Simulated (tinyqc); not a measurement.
Quantum point contact as a saddle point: one step of the calculation.

Potential V0 - m wx^2 x^2/2 + m wy^2 y^2/2; energies are counted from V0. Mode n = 0, 1, ... transmits T_n(E) = 1/(1 + exp(-2 pi (E - E_n)/wx)), E_n = wy (n + 1/2); each mode carries 2 q^2/h.

Task. Transmissions at the Fermi level. At zero temperature g = G/(2 q^2/h) = sum T_n(mu); Fano factor sum T_n (1 - T_n)/sum T_n. Modes beyond those listed are in the sums but add less than 1e-4 to g.

Inputs (values chosen for the exercise): transverse quantum hbar wy wy = 5.9 meV; curvature of the barrier hbar wx wx = 2.6 meV; Fermi level above the saddle point mu = 17.38 meV.

Constants: q = 1.602176634e-19 C, h = 6.62607015e-34 J s. Results are converted to the units shown.

Wanted: E_n; T_n; g; G; Fano factor.

Result.

| mode | E_n (meV) | T_n |
|---|---|---|
| 0 | 2.950 | 1.0000 |
| 1 | 8.850 | 1.0000 |
| 2 | 14.750 | 0.9983 |
| 3 | 20.650 | 0.0004 |
| 4 | 26.550 | 0.0000 |

g = 2.9986
G = 232.34 uS
Fano factor = 7.005e-4

tinyqc, about 0.06 s, one thread, Intel Xeon 2.30GHz (shared host): `OMP_NUM_THREADS=1 python tinyqc.py 2740127 2740128 out.jsonl`
